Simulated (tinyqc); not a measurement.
Worked calculation: exchange-only LDA atom on a uniform radial grid, spin-unpolarised, for C. Computed by tinyqc, a small Python program that keeps every step. Settings: Z = 6, points = 256, R = 11.7, functional = Slater exchange alone, mixing = 1.0, iteration cap = 66. Command: `OMP_NUM_THREADS=1 python tinyqc.py 28967 28968 out.jsonl` (the two numbers bound the seeds that draw the settings). One thread of a shared host (Intel(R) Xeon(R) Processor @ 2.60GHz), about 2 s of CPU time with the checks. Later iterations appear only in the table of the cycle.

## Iteration 1

Spherical atom on a uniform radial grid r_j = j h with h = R/(N + 1), h sum u^2 = 1 and integrals as h times sums, u(0) = u(R) = 0 (atomic units):
```
parameter            value
Z                        6
points N               256
R                11.700000
h                 0.045525
mixing            1.000000
electrons in 1s          2
electrons in 2s          2
electrons in 2p          2
```

Three-point differences turn -u''/2 + [l(l+1)/2r^2 - Z/r + V] u = e u into a tridiagonal matrix (diagonal 1/h^2 + potential, off-diagonal -1/2h^2). D = sum f u^2; the Hartree potential y/r solves y'' = -D/r with y(0) = 0, y(R) = N_e; v_xc comes from rho = D/(4 pi r^2); E = sum f e - int D V + int D (V_H/2 + eps_xc); V(new) = V + mixing (V_H + v_xc - V).

eigenvalues (hartree): 1s -17.676217, 2s -4.479209, 2p -4.507075

Every 16th grid point:
```
r              V in     u(1s)      u(2s)     u(2p)         D       V_H       v_xc
0.728405   0.000000  0.280290  -1.003135  1.074167  4.477352  7.121495  -0.862341
1.456809   0.000000  0.007472  -0.649223  0.481081  1.305972  4.082149  -0.360272
2.185214   0.000000  0.000149  -0.181931  0.121414  0.095680  2.744817  -0.115044
2.913619   0.000000  2.65e-06  -0.038283  0.024229  0.004105  2.059276  -0.033246
3.642023   0.000000  4.42e-08  -0.006949  0.004251  0.000133  1.647436  -0.009127
4.370428   0.000000  7.07e-10  -0.001152  0.000688  3.60e-06  1.372863  -0.002429
5.098833   0.000000  1.10e-11  -0.000180  0.000105  8.67e-08  1.176740  -0.000633
5.827237   0.000000         0  -0.000027  0.000015  1.91e-09  1.029647  -0.000162
6.555642   0.000000         0  -3.87e-06  2.19e-06  3.95e-11  0.915242  -0.000041
7.284047   0.000000         0  -5.43e-07  3.04e-07         0  0.823718   0.000000
8.012451   0.000000         0  -7.48e-08  4.14e-08         0  0.748834   0.000000
8.740856   0.000000         0  -1.01e-08  5.54e-09         0  0.686432   0.000000
9.469261   0.000000         0  -1.35e-09  7.30e-10         0  0.633629   0.000000
10.197665  0.000000         0  -1.77e-10  9.52e-11         0  0.588370   0.000000
10.926070  0.000000         0  -2.28e-11  1.21e-11         0  0.549145   0.000000
11.654475  0.000000         0          0         0         0  0.514824   0.000000
```

total energy = -32.96255550 hartree

## Iteration 2

As before.

eigenvalues (hartree): 1s -7.233084, 2s -0.007523, 2p 0.069066

Every 16th grid point:
```
r              V in     u(1s)      u(2s)     u(2p)         D       V_H       v_xc
0.728405   6.259154  0.416741  -0.219039  0.049552  0.448213  3.854747  -0.400406
1.456809   3.721878  0.030079  -0.456224  0.100577  0.438321  2.434975  -0.250370
2.185214   2.629772  0.001959  -0.490019  0.151794  0.526329  1.889903  -0.203085
2.913619   2.026029  0.000124  -0.460290  0.206598  0.509099  1.573486  -0.165793
3.642023   1.638308  0.000008  -0.415483  0.264485  0.485157  1.357868  -0.140600
4.370428   1.370435  4.93e-07  -0.369269  0.321458  0.479389  1.197770  -0.124013
5.098833   1.176107  3.10e-08  -0.324875  0.371900  0.487708  1.071919  -0.112545
5.827237   1.029485  1.95e-09  -0.282816  0.410085  0.496310  0.968796  -0.103561
6.555642   0.915201  1.22e-10  -0.242958  0.431071  0.489701  0.881697  -0.095313
7.284047   0.823718         0  -0.205028  0.431225  0.455983  0.806586  -0.086760
8.012451   0.748834         0  -0.168734  0.408549  0.390766  0.740997  -0.077336
8.740856   0.686432         0  -0.133788  0.362836  0.299099  0.683382  -0.066756
9.469261   0.633629         0  -0.099910  0.295717  0.194861  0.632710  -0.054864
10.197665  0.588370         0  -0.066831  0.210550  0.097595  0.588195  -0.041470
10.926070  0.549145         0  -0.034285  0.112198  0.027528  0.549134  -0.025974
11.654475  0.514824         0  -0.002014  0.006681  0.000097  0.514824  -0.003791
```

total energy = -34.20529523 hartree

## Iteration 3

As before.

eigenvalues (hartree): 1s -11.664063, 2s -1.573640, 2p -1.324243

Every 16th grid point:
```
r              V in     u(1s)      u(2s)     u(2p)         D       V_H       v_xc
0.728405   3.454342  0.355751  -0.738313  0.868725  2.852696  6.383497  -0.742034
1.456809   2.184605  0.016183  -0.802409  0.709386  2.294702  3.959731  -0.434738
2.185214   1.686819  0.000592  -0.389869  0.349721  0.548606  2.733055  -0.205910
2.913619   1.407693  0.000020  -0.147349  0.141213  0.083306  2.058337  -0.090682
3.642023   1.217268  6.42e-07  -0.049476  0.051552  0.010211  1.647365  -0.038820
4.370428   1.073757  2.02e-08  -0.015566  0.017775  0.001116  1.372858  -0.016438
5.098833   0.959374  6.25e-10  -0.004710  0.005920  0.000114  1.176740  -0.006942
5.827237   0.865235  1.92e-11  -0.001391  0.001929  0.000011  1.029647  -0.002936
6.555642   0.786383         0  -0.000404  0.000620  1.09e-06  0.915242  -0.001246
7.284047   0.719826         0  -0.000116  0.000197  1.05e-07  0.823718  -0.000531
8.012451   0.663661         0  -0.000033  0.000062  9.93e-09  0.748834  -0.000227
8.740856   0.616627         0  -0.000009  0.000020  9.37e-10  0.686432  -0.000098
9.469261   0.577847         0  -2.63e-06  0.000006  8.79e-11  0.633629  -0.000042
10.197665  0.546725         0  -7.33e-07  1.87e-06         0  0.588370  -0.000018
10.926070  0.523160         0  -1.91e-07  5.35e-07         0  0.549145   0.000000
11.654475  0.511033         0  -8.40e-09  2.45e-08         0  0.514824   0.000000
```

total energy = -35.79368206 hartree

## Convergence

Stop when input and output potentials agree to 1e-7.

Course of the cycle (hartree):
```
iteration             E       e(1s)      e(2s)      e(2p)  largest |V(out) - V(in)|
1          -32.96255550  -17.676217  -4.479209  -4.507075                  1.32e+01
2          -34.20529523   -7.233084  -0.007523   0.069066                  5.48e+00
3          -35.79368206  -11.664063  -1.573640  -1.324243                  3.55e+00
4          -35.57042641   -8.595171  -0.154342   0.047154                  2.60e+00
5          -36.06692060  -10.871424  -1.121848  -0.846754                  2.28e+00
6          -35.92796198   -8.850657  -0.208554   0.026136                  1.94e+00
7          -36.17282412  -10.562389  -0.932299  -0.649638                  1.79e+00
8          -36.09237446   -8.973820  -0.239984   0.008916                  1.59e+00
9          -36.23514172  -10.381171  -0.825385  -0.538986                  1.49e+00
10         -36.18693159   -9.059588  -0.263632  -0.006154                  1.35e+00
11         -36.27730957  -10.255324  -0.754636  -0.466090                  1.27e+00
...                 ...         ...        ...        ...                       ...
56         -36.41354028   -9.562767  -0.431238  -0.144445                  9.86e-02
57         -36.41366875   -9.649673  -0.465578  -0.176691                  9.35e-02
58         -36.41374060   -9.567219  -0.432957  -0.146038                  8.86e-02
59         -36.41384226   -9.645313  -0.463814  -0.175015                  8.40e-02
60         -36.41390199   -9.571225  -0.434506  -0.147477                  7.96e-02
61         -36.41398258   -9.641402  -0.462236  -0.173518                  7.55e-02
62         -36.41403206   -9.574829  -0.435904  -0.148776                  7.15e-02
63         -36.41409605   -9.637893  -0.460823  -0.172179                  6.78e-02
64         -36.41413691   -9.578072  -0.437163  -0.149949                  6.43e-02
65         -36.41418780   -9.634745  -0.459558  -0.170980                  6.10e-02
66         -36.41422146   -9.580989  -0.438298  -0.151006                  5.78e-02
```

Not converged within 66 iterations: the residual falls steadily but slowly, by a factor of about 0.95 a step. Reruns (cap 100 unless said): mixing 0.3: converged in 47; mixing 0.6: converged in 19; the original settings with a cap of 400: converged in 315. Even converged, this uniform grid resolves the cusp poorly and misses the energy of the atom.
